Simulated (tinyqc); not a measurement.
# Square on-chip spiral inductor, lumped pi model: what changes with what

Outer diameter do = di + 2 n wd + 2 (n - 1) sp, mean da = (do + di)/2, fill p = (do - di)/(do + di), length l = 4 n da. L = 2.34 mu0 n^2 da/(1 + 2.75 p), mu0 = 4 pi 1e-7 H/m. Rs = rho l/(wd delta (1 - exp(-th/delta))), delta = sqrt(rho/(pi f mu0)). Cs = n wd^2 eps0 eo/hu across the coil. At each end Cox = l wd eps0 eo/(2 ho) leads to the substrate branch Rsi = 2 rs he/(l wd) in parallel with Csi = l wd eps0 11.7/(2 he). With one end grounded Y = 1/(Rs + i w L) + i w Cs + 1/[1/(i w Cox) + 1/(1/Rsi + i w Csi)], w = 2 pi f; Q = -Im Y/Re Y. Eddy currents in neighbouring turns and in the substrate are left out.

Values chosen for this exercise; values of the order met in silicon radio-frequency processes:
```
symbol,value,unit,meaning
n,3.5,,number of turns
wd,20,um,line width
sp,1.5,um,space between turns
di,80,um,inner diameter
th,0.9,um,metal thickness
rho,2.2,uohm cm,metal resistivity
ho,5.6,um,oxide below the coil
hu,0.7,um,oxide between coil and underpass
eo,4.1,,relative permittivity of the oxide
rs,10,ohm cm,substrate resistivity
he,80,um,effective spreading depth in the substrate
f,3,GHz,frequency
```

Constants: eps0 = 8.8541878128e-12 F/m. Results are converted to the units shown.

Each table varies one quantity; the others keep the values above.

## Quality factor against frequency

Apparent inductance Im(1/Y)/w; share of the loss Re(substrate branch)/Re Y.

Quality factor against frequency:

| f (GHz) | Rs (ohm) | w L/Rs | Q | apparent inductance (nH) | loss in the substrate (%) |
|---|---|---|---|---|---|
| 0.17 | 2.843 | 0.8972 | 0.8960 | 2.388 | 0.004218 |
| 0.28 | 2.905 | 1.446 | 1.443 | 2.390 | 0.01987 |
| 0.45 | 2.982 | 2.265 | 2.252 | 2.395 | 0.1024 |
| 0.74 | 3.086 | 3.598 | 3.536 | 2.409 | 0.6175 |
| 1.2 | 3.218 | 5.595 | 5.261 | 2.444 | 3.387 |
| 2 | 3.403 | 8.817 | 6.934 | 2.532 | 15.97 |
| 3.2 | 3.629 | 13.23 | 6.605 | 2.721 | 42.15 |
| 5.3 | 3.952 | 20.12 | 4.029 | 3.281 | 70.86 |
| 8.6 | 4.370 | 29.53 | 1.036 | 4.672 | 86.76 |

Q goes from 0.896 through a maximum of 6.93 (at f = 2 GHz among the rows listed) to 1.04; the exact peak is 7.11 at 2.39 GHz and Q reaches zero at the self-resonance, 10.2 GHz. The share of the substrate rises from 0.00422 to 86.8 %, and the apparent inductance ends at 1.96 times L. At the peak the substrate takes 24.5 % of the loss.

## Effect of the oxide below the coil

Same model as above.

Peak Q and its frequency from a search over f; self-resonance where Im Y = 0; Q at the given f (negative beyond resonance).

The same in every row: L (nH) = 2.388; do (um) = 227.5.

Effect of the oxide below the coil:

| ho (um) | peak Q | f of the peak (GHz) | self-resonance (GHz) | Q at f |
|---|---|---|---|---|
| 1 | 5.109 | 2.056 | 10.22 | 4.712 |
| 2 | 5.497 | 2.055 | 10.18 | 5.048 |
| 3 | 5.961 | 2.110 | 10.16 | 5.490 |
| 5 | 6.860 | 2.319 | 10.15 | 6.499 |
| 7 | 7.640 | 2.551 | 10.17 | 7.459 |
| 10 | 8.611 | 2.874 | 10.25 | 8.596 |
| 15 | 9.867 | 3.329 | 10.41 | 9.766 |

As ho goes from 1 to 15, L stays at 2.39 nH, the peak Q rises from 5.11 to 9.87, its frequency rises from 2.06 to 3.33 GHz and the self-resonance goes from 10.2 through a minimum of 10.1 (at ho = 5 among the rows listed) to 10.4 GHz.

Computed by the program tinyqc: `OMP_NUM_THREADS=1 python tinyqc.py 2302248 2302249 out.jsonl`, one thread of a shared Intel Xeon 2.30GHz, about 0.01 s for the whole run.
